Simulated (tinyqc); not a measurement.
Delta-doped layer in the Thomas-Fermi potential, step by step. Values are carried at full precision from step to step, so a last printed digit may differ when a step is redone from the rounded ones.

All donors ionised in the plane z = 0, zero temperature, energies from the Fermi level EF of the Thomas-Fermi model, which lies at the bulk band edge; c = hbar^2/2m0, q = e^2/(4 pi eps0). Layer in a (001) plane: two valleys with m_z = ml, m_d = mt (unprimed) and four with m_z = mt, m_d = sqrt(ml mt) (primed); m3 = (ml mt^2)^(1/3), gv = 6. With n = (gv/3 pi^2)(m3 (-V)/c)^(3/2) and V'' = -(4 pi q/eps) n for z > 0, the solution is V = -b/(|z| + z0)^4 with sqrt(b) = 20/K, K = (4 pi q/eps)(gv/3 pi^2)(m3/c)^(3/2), and z0^5 = 4b/(e F0), e F0 = 2 pi q N/eps; 1e13/cm^2 = 1e-3/angstrom^2. Exchange and correlation are left out.

Constants: hbar^2/2m0 = 3.80998211 eV angstrom^2; e^2/(4 pi eps0) = 14.39964547 eV angstrom.

Values chosen for the exercise (near those of a delta-doped layer in Si; not measured data): ml = 0.903 m0 (longitudinal mass); mt = 0.193 m0 (transverse mass); eps = 11.6 (dielectric constant); N = 22 x 1e13/cm^2 (donor sheet density).

## The Thomas-Fermi well

Give K, b, e F0, z0 and the depth b/z0^4.

K = 0.077956 eV^(-1/2) angstrom^-2
b = 65820 eV angstrom^4
e F0 = 0.17159 eV/angstrom
z0 = 17.27 angstrom
depth = 0.7407 eV

Half of the electrons lie within |z| < (2^(1/5) - 1) z0 = 2.6 angstrom. The mean donor spacing in the plane is 6.7 angstrom, against a Bohr radius 0.529177 eps/m3 = 19.0 angstrom: the orbits overlap many donors, so a smeared sheet is a fair model in the plane. Across the plane the Thomas-Fermi density is more peaked than that of the quantised subbands, the more so the fewer are filled.

## Profile

V = -b/(|z| + z0)^4, n and the share of electrons beyond |z|, (z0/(|z| + z0))^5, at z = 0, 0.1, 0.25, 0.5, 1 and 2 times z0; n = (eps/(4 pi q)) 20 b/(|z| + z0)^6, q = e^2/(4 pi eps0), 1/angstrom^3 = 1e24/cm^3.

Profile:

| z (angstrom) | V (eV) | n (1e19/cm^3) | share beyond |
|---|---|---|---|
| 0.0 | -0.7407 | 319 | 1.000 |
| 1.7 | -0.5059 | 180 | 0.621 |
| 4.3 | -0.3034 | 83.5 | 0.328 |
| 8.6 | -0.1463 | 28.0 | 0.132 |
| 17.3 | -0.0463 | 4.98 | 0.031 |
| 34.5 | -0.0091 | 0.437 | 0.004 |

## Subbands

Subbands solve -(c/m_z) psi'' + V psi = E psi on 1280 points of spacing z0/80; up to ten levels for each group, kept if bound with an rms width below 2.5 z0.

List the bound levels with their rms width.

Subbands:

| label | valleys g | m_d (m0) | E (eV) | rms z (angstrom) |
|---|---|---|---|---|
| 0 | 2 | 0.1930 | -0.3665 | 3.6 |
| 0' | 4 | 0.4175 | -0.2270 | 8.1 |
| 1 | 2 | 0.1930 | -0.0777 | 11.2 |
| 2 | 2 | 0.1930 | -0.0171 | 24.2 |

The lowest level lies 51 % of the way up the well, and 0' follows 140 meV higher.

## Filling the subbands

At zero temperature n_i = g m_d (mu - E_i)/(2 pi c) for E_i < mu, c = hbar^2/2m0; find mu from sum n_i = N (1e13/cm^2 = 1e-3/angstrom^2).

mu = -0.0108 eV

n_i in the order of the list (1e13/cm^2): 5.736  15.082  1.079  0.102

4 subbands filled in part, the lowest with 26 % of the electrons. The potential was built for a Fermi level at 0; filling its quantised levels puts mu 1.5 % of the depth below that, which shows how nearly the two pictures agree. The fullest is 0', with 69 %.

## Estimate from a V-shaped well

Near z = 0 the well is -depth + e F0 |z|, whose levels are a (c (e F0)^2/m_z)^(1/3) with a = 1.018793 (even) and 2.338107 (odd); c = hbar^2/2m0, m_z = ml, for the unprimed levels.

levels 0 and 1 (eV): -0.2323  0.4260

Level 0 comes out 134 meV too high, since screening flattens the true well away from the plane, and level 1 lands above the rim at 0.

## Checks

- Integral of the Thomas-Fermi density against N, 1e13/cm^2: both 22.00.
- Lowest level on a finer grid (z0/200), eV: both -0.367.

(tinyqc, `OMP_NUM_THREADS=1 python tinyqc.py 1281342 1281343 out.jsonl`, Intel(R) Xeon(R) Processor @ 2.30GHz, 1 thread, shared host, about 0.2 s.)
